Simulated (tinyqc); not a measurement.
Inside a calculation. Model: p-n diode, drift-diffusion by the Gummel loop with Scharfetter-Gummel fluxes.

Program tinyqc, `OMP_NUM_THREADS=1 python tinyqc.py 2240021 2240022 out.jsonl`; Intel Xeon 2.30GHz, shared host, one thread, about 0.1 s. Printed values are rounded.

Abrupt junction at x = 0, p side from -Lp, n side to Ln, ohmic contacts. psi is counted from the intrinsic level; n = ni exp((psi - phin)/Vt), p = ni exp((phip - psi)/Vt). Contacts: p side psi = V - Vt ln(Na/ni), p = Na, n = ni^2/Na; n side psi = Vt ln(Nd/ni), n = Nd, p = ni^2/Nd. Constant mobilities, D = mu Vt, Boltzmann statistics, SRH recombination through a mid-gap level, U = (n p - ni^2)/(tp (n + ni) + tn (p + ni)). Current is positive from the p contact to the n contact.

Parameters, values chosen for the exercise; band and dielectric values close to those of gallium arsenide: temperature T = 350 K; band gap Eg = 1.43 eV; relative permittivity eps_r = 12.9; conduction-band density of states at T Nc = 5.49e17 cm^-3; valence-band density of states at T Nv = 1.12e19 cm^-3; acceptor density of the p side Na = 6.2e16 cm^-3; donor density of the n side Nd = 3.8e15 cm^-3; electron mobility mun = 6900 cm^2/(V s); hole mobility mup = 360 cm^2/(V s); SRH lifetime of electrons tn = 1e-7 s; SRH lifetime of holes tp = 2e-7 s; uniform generation rate G = 0 cm^-3 s^-1; bias of the p contact V = 0.81 V.

Constants: q = 1.602176634e-19 C, kB = 1.380649e-23 J/K, Vt = kB T/q, eps0 = 8.8541878128e-14 F/cm where lengths are in cm. Results are converted to the units shown.

## Intrinsic density and built-in voltage

ni = sqrt(Nc Nv) exp(-Eg/(2 Vt)), Eg in volts; Vbi = Vt ln(Na Nd/ni^2).

ni = 1.25559e8 cm^-3
Vbi = 1.12328 V

## Round 1: Poisson equation

```
node  x (nm)  phin at the start (V)  phip at the start (V)
0      -5600                   0.81                   0.81
1      -2370                      0                   0.81
2       -983                      0                   0.81
3       -388                      0                   0.81
4       -133                      0                   0.81
5      -23.5                      0                   0.81
6       23.5                      0                   0.81
7        109                      0                   0.81
8        265                      0                   0.81
9        548                      0                   0.81
10      1060                      0                   0.81
11      2000                      0                      0
```

With phin and phip held, solve a_i (psi_(i+1) - psi_i) - a_(i-1) (psi_i - psi_(i-1)) + q w_i (p_i - n_i + C_i) = 0 for the inner nodes by Newton steps to convergence; a_i = eps0 eps_r/h_i, h_i = x_(i+1) - x_i, w_i = (h_(i-1) + h_i)/2, C = -Na or +Nd.

```
node   psi (V)  n after Poisson (cm^-3)  p after Poisson (cm^-3)
0     0.206255                 0.254276                   6.2e16
1     0.206255               1.17163e11               6.20001e16
2     0.206255               1.17163e11               6.20001e16
3     0.206256               1.17165e11               6.19991e16
4     0.206408               1.17759e11               6.16863e16
5     0.215258               1.57917e11               4.59996e16
6     0.301602               2.76517e12               2.62701e15
7     0.407629               9.29931e13               7.81146e13
8     0.501068               2.06023e15               3.52588e12
9     0.518674               3.69341e15               1.96678e12
10    0.519534               3.80026e15               1.91148e12
11    0.519532                   3.8e15                  4.14871
```

## Round 1: electron continuity

With psi and p held, F_i = (mun Vt/h_i) [n_(i+1) B(d_i) - n_i B(-d_i)], d_i = (psi_(i+1) - psi_i)/Vt, B(d) = d/(exp(d) - 1); solve F_i - F_(i-1) = w_i [(n_i p_i - ni^2)/den_i - G] for the new n, with den = tp (n + ni) + tn (p + ni) taken at the old n and p, h_i = x_(i+1) - x_i, w_i = (h_(i-1) + h_i)/2; phin = psi - Vt ln(n/ni).

```
node  new n (cm^-3)  phin after round 1 (V)
0          0.254276                0.810000
1        6.77677e10                0.016512
2        9.69722e10                0.005705
3        1.09530e11                0.002032
4        1.15485e11                0.000588
5        1.57558e11                0.000069
6        2.76460e12                0.000006
7        9.29910e13                0.000001
8        2.06020e15                0.000000
9        3.69337e15                0.000000
10       3.80024e15                0.000000
11           3.8e15                0.000000
```

## Round 1: hole continuity

With psi and the new n held, F_i = (mup Vt/h_i) [p_(i+1) B(-d_i) - p_i B(d_i)], d_i = (psi_(i+1) - psi_i)/Vt, B(d) = d/(exp(d) - 1); solve F_i - F_(i-1) = w_i [(n_i p_i - ni^2)/den_i - G] for the new p, with den = tp (n + ni) + tn (p + ni) taken at the new n and the old p, h_i = x_(i+1) - x_i, w_i = (h_(i-1) + h_i)/2; phip = psi + Vt ln(p/ni).

```
node  new p (cm^-3)  phip after round 1 (V)
0            6.2e16                0.810000
1        6.19963e16                0.809998
2        6.19947e16                0.809997
3        6.19930e16                0.809997
4        6.16799e16                0.809997
5        4.59947e16                0.809997
6        2.62671e15                0.809997
7        7.80780e13                0.809986
8        3.46913e12                0.809511
9        1.69021e12                0.805429
10       1.06759e12                0.792432
11          4.14871                0.000000
```

## Course of the Gummel loop

Stop when phin and phip change by less than 1e-8 V, or after 80 rounds. J = Jn at the p contact + Jp at the n contact + q sum w_i U_i - q G sum w_i over the inner nodes, which avoids differences of large majority fluxes: Jn = (q mun Vt/h_0)[n_1 B(d_0) - n_0 B(-d_0)], Jp = (q mup Vt/h_last)[p_(N-1) B(d_last) - p_N B(-d_last)], d_i = (psi_(i+1) - psi_i)/Vt, B(d) = d/(exp(d) - 1), w_i = (h_(i-1) + h_i)/2.

Course of the iteration:
```
round  J (A/cm^2)  largest change of phin, phip (V)
1       0.0275449                            0.0176
2       0.0275467                           6.71e-7
3       0.0275467                          3.37e-10
```

Converged in 3 rounds.

## Recombination and current

```
node  converged psi (V)  converged n (cm^-3)  converged p (cm^-3)
0              0.206255             0.254276               6.2e16
1              0.206253           6.77620e10           6.20001e16
2              0.206252           9.69628e10           6.20001e16
3              0.206253           1.09518e11           6.19991e16
4              0.206405           1.15473e11           6.16863e16
5              0.215255           1.57541e11           4.59995e16
6              0.301599           2.76432e12           2.62698e15
7              0.407627           9.29831e13           7.80846e13
8              0.501067           2.06013e15           3.46926e12
9              0.518672           3.69312e15           1.69031e12
10             0.519528           3.79943e15           1.06782e12
11             0.519532               3.8e15              4.14871
```

U_i as defined. J = Jn at the p contact + Jp at the n contact + q sum w_i U_i - q G sum w_i over the inner nodes, which avoids differences of large majority fluxes: Jn = (q mun Vt/h_0)[n_1 B(d_0) - n_0 B(-d_0)], Jp = (q mup Vt/h_last)[p_(N-1) B(d_last) - p_N B(-d_last)], d_i = (psi_(i+1) - psi_i)/Vt, B(d) = d/(exp(d) - 1), w_i = (h_(i-1) + h_i)/2.

U, node 0 to 11 (cm^-3 s^-1): 0  6.77619e17  9.69625e17  1.09518e18  1.15473e18  1.57540e18  2.75852e19  2.74968e20  1.73317e19  8.44963e18  5.33834e18  0
Jn at the p contact = 0.00699517 A/cm^2
Jp at the n contact = 0.0197602 A/cm^2
recombination = 7.91361e-4 A/cm^2
generation = 0 A/cm^2
J = 0.0275467 A/cm^2

A 500-node mesh gives J = 0.02709 A/cm^2; this mesh differs from it by 4.5e-4 A/cm^2 (1.7 %).
